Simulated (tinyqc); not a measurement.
Donor near an oxide interface in a gate field (two-state model): sweeps and comparisons. A value that a table varies takes the place of the one given here.

Interface at z = 0 (hard wall), donor at z = d, field F pulling electrons to the interface: potential e F z; 1 kV/cm = 1e-5 eV/angstrom, c = hbar^2/2m0, q = e^2/(4 pi eps0), Q = (eps - eo)/(eps + eo). Donor state: E_D = e F d - ED - q Q/(4 eps d), the last term joining the images of ion and electron. Interface state: z exp(-b z/2) exp(-rho^2/(2 L^2)) with E_z = c b^2/(4 mz) + 3 e F/b + q Q b/(8 eps), minimised over b; in the plane at z = 3/b the ion (distance D = d - 3/b) and its image (D' = d + 3/b) give E_rho = c/(mt L^2) - (q/eps)(sqrt(pi)/L)[erfcx(D/L) + Q erfcx(D'/L)], erfcx(x) = exp(x^2) erfc(x), minimised over L. E_I = E_z + E_rho.

The two states couple by t = t0 exp(-D/aD) with t0 = q/(eps aD) (2 aD/L) sqrt(aD b/2) v, v a valley factor; this form is an estimate. With detuning u = E_D - E_I the splitting is sqrt(u^2 + 4 t^2) and the lower state has weight (1 - u/sqrt(u^2 + 4 t^2))/2 on the donor.

Constants: hbar^2/2m0 = 3.80998211 eV angstrom^2; e^2/(4 pi eps0) = 14.39964547 eV angstrom.

Parameters, chosen for this exercise (near those of a donor in Si below HfO2, static dielectric constants; shifted at random, so the results belong to these values and not to a real crystal): d = 110 angstrom (depth of the donor); ED = 30.9 meV (bulk binding energy); mz = 0.906 m0 (mass across the interface); mt = 0.191 m0 (mass in the plane); eps = 11.4 (dielectric constant of the semiconductor); eo = 22 (dielectric constant of the oxide); aD = 20.3 angstrom (donor radius); v = 0.51 (valley factor); Fl = (28.903, 32.9, 34.499, 35.298, 36.098, 37.697, 41.694) kV/cm (fields); dl = (65, 90, 120, 155, 200, 250) angstrom (depths).

## Sweeping the field

Both levels, the splitting, the donor weight and the mean depth w d + (1 - w) 3/b.

Results:
```
F (kV/cm)  E_D (meV)  E_I (meV)  splitting (meV)  donor weight  mean depth (angstrom)
28.903         1.804      6.396             4.64         0.995                  109.6
32.900         6.201      7.945             1.85         0.970                  107.8
34.499         7.960      8.544            0.847         0.845                   98.2
35.298         8.839      8.839            0.608         0.500                   72.0
36.098         9.719      9.132            0.841         0.151                   45.2
37.697        11.478      9.710             1.86         0.026                   35.3
41.694        15.874     11.116             4.79         0.003                   32.6
```

E_D rises by 1.10 and E_I by 0.37 meV per kV/cm, so they cross once, near 35.3 kV/cm, where the splitting is 2t = 0.608 meV. The donor weight passes from 0.85 to 0.15 while the detuning goes from -2t to 2t, a window of 1.7 kV/cm or 4.7 % of the field; across the table the charge moves by 77 angstrom.

## Depth of the donor

Critical field, and the coupling, E_rho and L at that field.

Results:
```
d (angstrom)  critical field (kV/cm)  e F d/ED  t (meV)  E_rho (meV)  L (angstrom)
65                              65.7     1.383      3.5       -11.73            63
90                              44.6     1.299     0.88        -8.46            81
120                             31.9     1.240     0.18        -6.35           101
155                             23.9     1.197    0.030        -4.92           123
200                             17.9     1.162   0.0030        -3.83           149
250                             14.0     1.135  0.00024        -3.07           176
```

The critical field falls from 66 to 14 kV/cm, with exponent -1.15 in d, while t drops by a factor 1.4e+04, about e for each 20 angstrom at the end (aD = 20.3). One lattice plane (1.36 angstrom) of misplacement changes t by 6 % and the critical field by about 1.3 % at 120 angstrom.

## What each parameter does

Critical field (E_D = E_I), and t and L there. Each row changes one parameter from the base and keeps the others.

Results:
```
case                critical field (kV/cm)  t (meV)  L (angstrom)
base                                  35.3    0.304          94.8
d = 100 angstrom                      39.4    0.515          88.1
ED = 36.9 meV                         43.3    0.278          96.6
aD = 22.3 angstrom                    35.3    0.446          94.8
mz = 0.77 m0                          36.9    0.330          93.1
mt = 0.22 m0                          34.9    0.325          89.0
eo = 33                               33.4    0.276          99.4
eps = 12.1                            36.7    0.282          96.8
```

The largest shifts from the base row, up to three for each result and ties (the steps differ in size, so this ranks the rows, not the parameters). critical field (kV/cm): ED +8.0, d +4.1, eo -1.9; unchanged at the printed digits by aD. t (meV): d +0.212, aD +0.142, eo -0.0284. L (angstrom): d -6.7, mt -5.8, eo +4.6; unchanged at the printed digits by aD.

Computed by tinyqc, a small Python program: `OMP_NUM_THREADS=1 python tinyqc.py 1282655 1282656 out.jsonl` (the numbers bound the seed that draws the inputs); one thread of a shared host (Intel(R) Xeon(R) Processor @ 2.30GHz), about 0.08 s for the whole set of steps.
